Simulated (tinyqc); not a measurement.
Worked calculation: plane-wave Kohn-Sham cycle with exchange-only LDA in a layered model solid. One step of it, computed by the program tinyqc.

Question. Iteration 2: Hamiltonian at one k. H(m,m') = (k + G_m)^2/2 delta + V(G_m - G_m'), with V(-G) = V(G).

A solid whose potential varies along x alone (atomic units):
```
parameter,value
period a,4.400000
cross-section of the cell,19.000000
electrons per cell,4
grid points,16
"plane waves -n..n, n",3
k points,3
V1 in V1 cos(2 pi x/a),-0.560000
V2 in V2 cos(4 pi x/a),-0.090000
```

V(G_m), m = 0, 1, 2, ... (hartree): -0.354137  -0.248673  -0.041036  0.000071  0.000275  0.000002  0.000013

k = 0.000000 2 pi / a

Give: H.

Answer.

H (hartree), lower triangle:
```
,-3,-2,-1,+0,+1,+2,+3
-3,8.822
-2,-0.249,3.724
-1,-0.041,-0.249,0.665
+0,0.000,-0.041,-0.249,-0.354
+1,0.000,0.000,-0.041,-0.249,0.665
+2,0.000,0.000,0.000,-0.041,-0.249,3.724
+3,0.000,0.000,0.000,0.000,-0.041,-0.249,8.822
```
